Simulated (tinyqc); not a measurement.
Voltage acceleration of oxide breakdown, four models on the same data: one step of the calculation.

Field E = V/tox in MV/cm. Models: ln(t63/1 s) = a - c X with X = E (E model), -1/E (1/E model), ln V (power law, c the exponent n) or sqrt(E).

Question. Fitting the models. The three stress times were made with the power model, c = 42.6, and are treated as data. For each model fit ln t63 on X by least squares over the three points.

Values chosen for this exercise: oxide thickness tox = 4.5 nm.

```
stress,V (V),t63 (s)
0,3.72,2.45e6
1,4.52,610
2,5.27,0.8812
```

Wanted: c; a; largest misfit in ln t63 (0: below 0.002).

Answer.

```
model,c,a,largest misfit in ln t63 (0: below 0.002)
E,4.312,50.15,0.4264
1/E,414.7,-35.29,0.4149
power,42.60,70.68,0.0000
sqrt E,27.16,92.69,0.2125
```

The worst misfit of any model is 0.43 in ln t63, a factor of 1.53 in time, comparable to the scatter of t63 from small samples, so such data hardly tell the models apart.

Range of the model: All four laws are empirical fits; none is established far below the stress range.

tinyqc, about 0.01 s, one thread, Intel Xeon 2.30GHz (shared host): `OMP_NUM_THREADS=1 python tinyqc.py 2070054 2070055 out.jsonl`
